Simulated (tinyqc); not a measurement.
Changing the atomic mass M: Born-von Karman spring model of a cubic crystal with one atom per cell. Computed by tinyqc, a small Python program. Command: `OMP_NUM_THREADS=1 python tinyqc.py 3002208 3002209 out.jsonl springs sweep`. One thread of a shared host (Intel(R) Xeon(R) Processor @ 2.30GHz), about 0.2 s of CPU time with the checks.

First neighbours lie at a/2 (1,1,0) (12 of them), second at a (1,0,0) (6), with all permutations and signs; the volume per atom is Omega = a^3/4. Two shells of springs match a real metal only roughly, above all at the zone boundary.

Inputs (values chosen for the exercise, modelled on gold):
```
quantity,value,unit
lattice constant a,4.08,angstrom
radial spring k1L,2.29,eV/angstrom^2
transverse spring k1T,-0.31,eV/angstrom^2
radial spring k2L,0.23,eV/angstrom^2
transverse spring k2T,-0.06,eV/angstrom^2
mesh divisions n,10,-
temperature T,400,K
```

Lattice: fcc.

Constants: 1 eV/angstrom^3 = 160.2176634 GPa; u = 1.6605390666e-27 kg; nu for 1 eV/(angstrom^2 u) = 15.6333042 THz; h x 1 THz = 4.135667696 meV; k_B = 8.617333262e-05 eV/K; hbar^2/u = 4.18015928e-03 eV angstrom^2; hbar = 1.054571817e-34 J s; k_B = 1.380649e-23 J/K.

Method:
- [ij,kl] = (1/(2 Omega)) sum_R K_ij R_k R_l; C11 = [xx,xx], C44 = [xx,yy], C12 = 2 [xy,xy] - C44; B = (C11 + 2 C12)/3; Zener ratio A = 2 C44/(C11 - C12). K(R) = kL n n^T + kT (1 - n n^T).
- rho = M/Omega and v = sqrt(C/rho), with C = C11, C44, C44 along [100]; (C11 + C12 + 2 C44)/2, C44, (C11 - C12)/2 along [110]; (C11 + 2 C12 + 4 C44)/3 and twice (C11 - C12 + C44)/3 along [111].
- A neighbour at R with unit vector n couples by the matrix K(R) = kL n n^T + kT (1 - n n^T), and D(q) = (1/M) sum_R K(R) [1 - cos(q.R)].
- An eigenvalue lambda of D in eV/(angstrom^2 u) gives nu = 15.6333042 THz x sqrt(lambda).
- Mesh: q = sum_i (m_i + 1/2)/n b_i, m_i = 0..n-1, with b = [[-1, 1, 1], [1, -1, 1], [1, 1, -1]] in 2 pi/a; sums are averages over the n^3 points, per atom.
- With x = h nu/(k_B T) and n = 1/(exp(x) - 1) for each mode: F = k_B T [x/2 + ln(1 - exp(-x))], U = k_B T x (n + 1/2), S/k_B = x n - ln(1 - exp(-x)), C/k_B = x^2 n (n + 1).
- <u_x^2> = (1/3) sum over modes of hbar^2/(2 M h nu) coth(x/2); zero-point energy = sum h nu/2. <u_x^2> converges slowly with the mesh, from below, with an error of order 1/n.
- Christoffel matrix G_xx = C11 n_x^2 + C44 (1 - n_x^2), G_xy = (C12 + C44) n_x n_y, with eigenvalues rho v^2; v_m^-3 is the mean of v^-3 over three branches and all directions (12 Gauss-Legendre points in cos(theta) times 24 angles phi = (j + 1/2) pi/12); q_D = (6 pi^2/Omega)^(1/3); Theta = hbar v_m q_D/k_B.

One run for each value:
```
atomic mass M (u),elastic Debye temperature (K),<u_x^2> (angstrom^2),entropy S (k_B/atom),zero-point energy (meV/atom),C11 (GPa)
49,320.58,0.011482,4.5579,34.080,191.63
73,262.64,0.011415,5.1361,27.921,191.63
110,213.96,0.011369,5.7374,22.746,191.63
160,177.41,0.011341,6.2909,18.860,191.63
240,144.85,0.011320,6.8929,15.399,191.63
360,118.27,0.011306,7.4969,12.573,191.63
530,97.47,0.011297,8.0743,10.362,191.63
790,79.84,0.011290,8.6712,8.488,191.63
```

Over the rows, elastic Debye temperature (K) falls from 321 to 79.8 (exponent d ln y / d ln x about -0.50 throughout); <u_x^2> (angstrom^2) falls from 0.01148 to 0.01129 (exponent d ln y / d ln x -0.015 between the first rows and -0.0014 between the last); entropy S (k_B/atom) rises from 4.56 to 8.67 (exponent d ln y / d ln x 0.30 between the first rows and 0.18 between the last). The exponent of elastic Debye temperature stays at -0.50: frequencies scale as M^(-1/2). The exponent of <u_x^2> stays between -0.01 and 0.00, near 0: classical displacements do not depend on the mass. The exponent of zero-point energy stays at -0.50: frequencies scale as M^(-1/2). The mass rescales all frequencies, so a heavier crystal at T acts as a lighter one at higher T: S grows, and <u_x^2> tends to the classical k_B T over a spring constant, which holds no mass. Elastic constants are static.
